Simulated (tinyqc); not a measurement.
Configuration-coordinate model of a defect: Huang-Rhys factor and luminescence line shape: one step, computed by the program tinyqc.

Ground state E_g(Q) = (1/2) omega_g^2 Q^2; excited state E_e(Q) = E_0 + (1/2) omega_e^2 (Q - dQ)^2 with omega_e = omega_g and E_0 = E_ZPL. Q is mass-weighted; the dipole does not depend on Q (Condon approximation).

Question. Crossing, radiative lifetime and thermal quenching. The curves cross at the root Q_c nearest dQ; the barrier is (1/2) omega_e^2 (Q_c - dQ)^2, with (1/2) omega^2 = (hbar omega)^2/(2 hbar^2/u). k_r = n_r omega^3 mu^2/(3 pi eps_0 hbar c^3) at the vertical emission energy, without local-field correction; k_nr = nu_0 exp(-barrier/k_B T) (Mott-Seitz); yield = k_r/(k_r + k_nr); T_1/2 = barrier/(k_B ln(nu_0/k_r)).

Inputs (values chosen for the exercise, for a model defect in a wide-gap host):
```
quantity                          value              unit
zero-phonon energy E_ZPL           2.04                eV
displacement dQ                   0.677  u^(1/2) angstrom
ground-state phonon hbar omega_g     44               meV
temperature T                        77                 K
refractive index n_r               2.37                 -
transition dipole mu                1.1        e angstrom
quenching prefactor nu_0          1e+11               1/s
```

Modes: equal frequencies in both states.

vertical emission energy = 1.933865 eV

Constants: hbar^2/u = 4.18015928e-03 eV angstrom^2; hbar = 6.582119569e-16 eV s; e = 1.602176634e-19 C; eps_0 = 8.8541878128e-12 F/m; hbar = 1.054571817e-34 J s; c = 299792458 m/s; k_B = 8.617333262e-05 eV/K.

Give: Q_c; classical barrier; radiative lifetime; luminescence yield; quenching temperature T_1/2.

Answer.

Q_c = 6.845 u^(1/2) angstrom

classical barrier = 8.809 eV

radiative lifetime = 12.70 ns

luminescence yield = 1

quenching temperature T_1/2 = 14304 K

The barrier is so high that this route does not halve the yield below 1000 K. Caution: the curves cross far outside the range of the harmonic model, so the barrier and T_1/2 have no quantitative meaning.
